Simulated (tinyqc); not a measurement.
A chain with uneven site energies and dephasing by Buettiker voltage probes: two steps of the calculation.

Sites 1 to 5 form a chain with hopping -t. Lead L joins site 1 and lead R site 5, both semi-infinite chains with hopping -t and site energy 0. Every site carries a probe with self-energy -i Gamma_p/2 that draws no net current. Linear response at zero temperature: mu_L = 1, mu_R = 0 in units of the bias.

Values chosen for this exercise: hopping (matrix element -t) t = 1 eV; site energies 1 to N U = [-0.66, -1.12, -1.13, 0.52, 0.46] eV; Fermi energy E = -0.87 eV; probe broadening Gamma_p gp = 0.35 eV.

Task 1. Green function. Sigma = t^2 g(E), g(x) = (x - i sqrt(4 t^2 - x^2))/(2 t^2) for |x| < 2 t and (x - sign(x) sqrt(x^2 - 4 t^2))/(2 t^2) otherwise; Gamma = -2 Im Sigma; G = (E - H - Sigma_L - Sigma_R + i Gamma_p/2)^(-1).

Find: Sigma; Gamma; G.

Result 1.

Sigma = -0.4350-0.9004i eV
Gamma = 1.801 eV

G (1/eV):
```
	1	2	3	4	5
1	0.1693-0.4044i	0.5270-0.0911i	-0.3170+0.3350i	-0.3859+0.0594i	-0.2091-0.1849i
2	0.5270-0.0911i	-0.2165-0.5462i	0.4316+0.2655i	0.1507+0.4017i	-0.1517+0.2665i
3	-0.3170+0.3350i	0.4316+0.2655i	0.2555-0.4769i	0.4185-0.1862i	0.2937+0.1448i
4	-0.3859+0.0594i	0.1507+0.4017i	0.4185-0.1862i	-0.2921-0.4265i	0.1007-0.3555i
5	-0.2091-0.1849i	-0.1517+0.2665i	0.2937+0.1448i	0.1007-0.3555i	-0.2158-0.6566i
```

Task 2. Current at both leads. In units of (2 q^2/h) times the bias, T_RL + sum_p T_pL (1 - mu_p) leaves L and T_RL + sum_p T_pR mu_p enters R.

T_RL = 0.25260348

```
probe	T_pL	T_pR	mu_p
1	0.12116212	0.04909386	0.67198534
2	0.18025377	0.05926492	0.70114427
3	0.13404997	0.06756881	0.63838174
4	0.09610495	0.08605034	0.54269794
5	0.04909386	0.30106733	0.20205822
```

Give: current leaving L; current entering R.

Result 2.

current leaving L = 0.47781
current entering R = 0.47781

The two are equal: the probes conserve the current.

tinyqc, about 0.01 s, one thread, Intel Xeon 2.30GHz (shared host): `OMP_NUM_THREADS=1 python tinyqc.py 2700027 2700028 out.jsonl`
